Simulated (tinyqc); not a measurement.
Threshold switch as oscillator and as selector in a crossbar: one step of the calculation.

Off state: I = Ith sinh(V/V0)/sinh(Vth/V0) up to Vth. On state: V = Vh + I Ron down to the holding current Ih, at Vl = Vh + Ih Ron. Switching is instantaneous.

Question. Leakage in a crossbar. In an N x N array driven at Vs, the V/2 scheme puts Vs/2 on 2 (N - 1) cells; the V/3 scheme puts Vs/3 on all N^2 - 1 others, N - 1 of them on the selected row. Row leakage is (N - 1) I; wasted power is the number of cells times V I.

Values chosen for this exercise; values of the order of Ge-Sb-Te and related chalcogenides:

| symbol | value | unit | meaning |
|---|---|---|---|
| Vth | 2.6 | V | threshold voltage |
| Ith | 0.22 | uA | current at threshold |
| V0 | 0.27 | V | voltage scale of the off-state sinh |
| N | 1024 |  | rows and columns of the array |
| Vs | 3.36 | V | supply voltage |

Give: I at Vs/2; row leakage, V/2; wasted power, V/2; I at Vs/3; row leakage, V/3; wasted power, V/3.

Answer.

I at Vs/2 = 7.2879 nA
row leakage, V/2 = 7.4555 uA
wasted power, V/2 = 25.051 uW
I at Vs/3 = 0.91567 nA
row leakage, V/3 = 0.93673 uA
wasted power, V/3 = 1075.4 uW

The V/3 scheme cuts the row leakage by 7.96 and raises the wasted power by a factor of 42.9.

Range of the model: Delay times, drift of Vth and line resistance are left out.

Computed by the program tinyqc: `OMP_NUM_THREADS=1 python tinyqc.py 2490131 2490132 out.jsonl`, one thread of a shared Intel Xeon 2.30GHz, about 0.01 s for the whole run.
